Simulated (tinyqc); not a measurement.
CCD on RHF in the sto-6g basis, for H4, spin multiplicity 1, step by step. One step of it, computed by the program tinyqc.

Problem. CCD: starting amplitudes. t_ij^ab = <ij||ab> / (e_i + e_j - e_a - e_b), whose energy is MP2.

orbital energies (hartree): MO1 -0.670212, MO2 -0.449303, MO3 0.414913, MO4 1.014110

Two-electron integrals over orbitals (pq|rs), unique and non-zero (hartree):
```
(11|11) 0.501758    (21|21) 0.176286    (22|11) 0.464581    (22|22) 0.478745
(31|11) -0.070847   (31|22) 0.001705    (31|31) 0.107500    (32|21) 0.090732
(32|32) 0.119696    (33|11) 0.471522    (33|22) 0.469402    (33|31) -0.016919
(33|33) 0.491578    (41|21) 0.036468    (41|32) -0.058143   (41|41) 0.089673
(42|11) 0.078064    (42|22) 0.015946    (42|31) -0.099151   (42|33) 0.015297
(42|42) 0.106128    (43|21) -0.167505   (43|32) -0.091189   (43|41) -0.033966
(43|43) 0.180329    (44|11) 0.529099    (44|22) 0.494591    (44|31) -0.076164
(44|33) 0.511284    (44|42) 0.088023    (44|44) 0.592414
```

Give: Starting amplitudes; correlation energy.

Solution.

Starting amplitudes (spin orbitals 1a, 1b, ...; amplitudes related by a flip of all spins are not repeated):
```
from      to        t
2a 2b  3a 3b  -0.0693
1a 1b  3a 3b  -0.0495
1a 2b  3a 4b   0.0389
2a 2b  4a 4b  -0.0363
1a 1b  4a 4b  -0.0266
1a 2b  3b 4a  -0.0228
1a 2a  3a 4a   0.0161
```

correlation energy = -0.031537 hartree
